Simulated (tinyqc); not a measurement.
Floating body of a partially depleted SOI transistor: body voltage and kink: one step of the calculation.

Source at 0 V. Channel current Ic = 2 nf K Vt^2 [F(0) - F(Vd)](1 + la Vd), F(V) = ln^2(1 + exp((Vg - VT - nf V)/(2 nf Vt))), VT = VT0 - gb Vb. Saturation voltage Vs = 2 Vt sqrt(F(0)) + 3 Vt, excess Ve = (Vd - Vs + sqrt((Vd - Vs)^2 + 0.0004 V^2))/2, multiplication M1 = Ai Ve exp(-Bl/Ve). Each junction passes D(v) = J1 (exp(v/Vt) - 1) + J2 (exp(v/(2 Vt)) - 1). Bipolar current Ib = bb J1 (exp(Vb/Vt) - 1). The body settles where M1 (Ic + Ib) = D(Vb) + D(Vb - Vd) + Vb/Rb; drain current Id = (1 + M1)(Ic + Ib) - D(Vb - Vd).

Task. New Vb. Current into the body I_in = M1 (Ic + Ib) - D(Vb - Vd), current out I_out = D(Vb) + Vb/Rb; f = ln(I_in/I_out), s = df/dVb by central differences over 1e-5 V, Vb(new) = Vb - f/s.

Inputs (values chosen for the exercise); values of the order met in partially depleted silicon-on-insulator transistors: temperature T = 398 K; threshold at zero body voltage VT0 = 0.39 V; fall of the threshold per volt of body voltage gb = 0.22; slope factor nf = 1.19; gain factor per width K = 190 uA/(V^2 um); channel-length modulation factor la = 0.09 1/V; impact-ionisation prefactor Ai = 2.82 1/V; impact-ionisation voltage Bl = 5.6 V; diffusion saturation current of each junction J1 = 5.4e-9 uA/um; recombination saturation current of each junction J2 = 1.6e-6 uA/um; gain of the lateral bipolar transistor on the diffusion current bb = 1; resistance of a weak body tie to the source (1e9 stands for no tie, and the term is then dropped) Rb = 1e9 kohm um; gate voltage Vg = 0.46 V; drain voltage Vd = 2.3 V.

Constants: q = 1.602176634e-19 C, kB = 1.380649e-23 J/K, Vt = kB T/q. Results are converted to the units shown.

Vb at the start = 0.61 V

Wanted: Ic; Ve; M1; I_in; I_out; f; s; Vb after iteration 1.

Result.

Ic = 4.2749 uA/um
Ve = 2.0202 V
M1 = 0.35624
I_in = 1.6248 uA/um
I_out = 0.29785 uA/um
f = 1.6966
s = -25.267 1/V
Vb after iteration 1 = 0.67715 V

Range of the model: The multiplication law is an empirical form chosen for the exercise; self-heating and capacitive coupling to the body are left out, and the linear laws are rough once Vb passes about 0.7 V or M1 about 0.1.

Numbers from tinyqc (`OMP_NUM_THREADS=1 python tinyqc.py 2182171 2182172 out.jsonl`; about 0.2 s on one thread of a shared Intel Xeon 2.30GHz).
